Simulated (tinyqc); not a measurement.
Admittance spectroscopy and thermally stimulated current of one trap level in a depletion layer. From one set of inputs to another, one input at a time. Computed by tinyqc, a small Python program. Command: `OMP_NUM_THREADS=1 python tinyqc.py 3112127 3112128 out.jsonl admit ladder`. One thread of a shared host (Intel(R) Xeon(R) Processor @ 2.30GHz), about 0.01 s of CPU time with the checks.

A Schottky junction on n-type material holds one donor-like electron trap; shallow donors are fully ionised and abrupt depletion edges are assumed.

The inputs printed are set A. Set A is modelled on n-type GaN; the values taken over come from a set modelled on n-type GaAs. Inputs not listed in the table keep their values of set A, so the rows need not describe a real material.

Inputs (values chosen for the exercise, modelled on n-type GaN):
```
quantity                         value    unit
dielectric constant eps           9.42       -
density-of-states mass m         0.197     m_0
shallow doping N               4.1e+16  1/cm^3
trap density N_t               4.3e+15  1/cm^3
trap depth E_t below the band    0.261      eV
capture cross section sigma    2.1e-17    cm^2
band bending V_b                   2.3       V
test frequency f                 20000      Hz
```

Constants: k_B = 1.380649e-23 J/K; m_0 = 9.1093837015e-31 kg; h = 6.62607015e-34 J s; k_B = 8.617333262e-05 eV/K; eps_0 = 8.8541878128e-12 F/m; e = 1.602176634e-19 C.

Method:
- N_c = 2 (2 pi m k_B T/h^2)^(3/2), v_th = sqrt(3 k_B T/m), emission rate e_n = sigma v_th N_c exp(-E_t/(k_B T)).
- Where the level crosses the Fermi level capture equals emission, so the trap follows the signal with the rate 2 e_n; G/omega peaks at omega = 2 e_n (the correction for large N_t/N is left out).
- Solve 2 e_n(T_p) = 2 pi f.
- With E_c - E_F = k_B T_p ln(N_c/N): lambda = sqrt(2 eps eps_0 (E_t - (E_c - E_F))/(e^2 N)); traps are empty and charged for x < x_t = w - lambda, and V_b = e (N w^2 + N_t x_t^2)/(2 eps eps_0). High frequency: C_hf = eps eps_0/w. Low frequency: C_lf = eps eps_0 (N + N_t)/(N w + N_t x_t).

Each row keeps all changes above it:
```
input moved                            from       to  peak temperature T_p (K)  step (C_lf - C_hf)/C_hf  lambda (nm)
set A                                     -        -                     305.8                   0.0260         62.8
test frequency f (Hz)                 20000     2000                     255.6                   0.0279         67.4
density-of-states mass m (m_0)        0.197   0.0678                     276.8                   0.0301         72.5
shallow doping N (1/cm^3)           4.1e+16  9.1e+15                     276.8                   0.1075        140.0
trap depth E_t below the band (eV)    0.261     0.48                     465.0                   0.1432        184.6
trap density N_t (1/cm^3)           4.3e+15  5.1e+15                     465.0                   0.1654        184.6
band bending V_b (V)                    2.3      1.1                     465.0                   0.2458        184.6
capture cross section sigma (cm^2)  2.1e-17  1.1e-17                     487.4                   0.2404        181.0
```

Where does the difference come from?

Peak temperature T_p goes from 306 to 487, a factor 1.59 in all. The largest single move comes from trap depth E_t below the band (a factor 1.68), and test frequency f works against it (a factor 0.836). Step (C_lf - C_hf)/C_hf goes from 0.0260 to 0.240, a factor 9.24 in all. The largest single move comes from shallow doping N (a factor 3.58). Lambda goes from 62.8 to 181, a factor 2.88 in all. The largest single move comes from shallow doping N (a factor 1.93). The single moves hold for this order of the switches; the total does not depend on the order.

Caution (rows shallow doping N, trap depth E_t below the band, trap density N_t, band bending V_b, capture cross section sigma): N_t/N is not small, so the peak moves away from omega = 2 e_n.

Extremes, crossings and ranges named in words are read from the listed rows.
